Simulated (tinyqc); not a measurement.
From results back to parameters: core-shell quantum dot (spherical envelope functions). Two cases, with inputs chosen for the exercise.

Problem. The lowest electron level was computed from a hidden shell thickness H.

Parabolic bands; strain and other valleys are left out. s states, u = r psi, hard wall at R + H, c = hbar^2/2m0, energies from the band edges of the core. Core: u = sin(k1 r)/k1, k1 = sqrt(m1 E/c). At R, psi and psi'/m are continuous, so u is continuous and its slope in the shell is s = u/R + (m2/m1)(u' - u/R). Shell: u(R + x) = u(R) cos(k2 x) + s sin(k2 x)/k2, k2 = sqrt(m2 (E - V)/c); for negative arguments the functions turn into sinh and cosh. A level has u(R + H) = 0.

Constants: hbar^2/2m0 = 3.80998211 eV angstrom^2.

Case 1.

Values chosen (near those of an InAs/InP core-shell dot; not measured data):
- R = 26 angstrom (core radius)
- Vc = 0.463 eV (conduction edge of the shell above that of the core)
- me1 = 0.031 m0 (electron, core)
- me2 = 0.084 m0 (electron, shell)

E_e = 0.4000798 eV

Case 2.

Values chosen (near those of an InP/GaP core-shell dot; not measured data):
- R = 16 angstrom (core radius)
- Vc = 0.405 eV (conduction edge of the shell above that of the core)
- me1 = 0.076 m0 (electron, core)
- me2 = 0.135 m0 (electron, shell)

E_e = 0.4168334 eV

Find: u(R); s; H.

Solution.

Case 1.

u(R) = 17.460 angstrom
s = -0.9117
H = 24.0 angstrom

u(R) and s follow from E_e; u(R + H) = 0 gives tanh(kappa H) = -kappa u(R)/s.

Case 2.

u(R) = 10.898 angstrom
s = -0.3306
H = 29.0 angstrom

u(R) and s follow from E_e; u(R + H) = 0 gives tan(k2 H) = -k2 u(R)/s, with the first positive root.

Computed by tinyqc, one run a case: `OMP_NUM_THREADS=1 python tinyqc.py N N+1 out.jsonl` with N = 1281865, 1281942; one thread of a shared Intel(R) Xeon(R) Processor @ 2.30GHz, about 0.06 s a run at most.
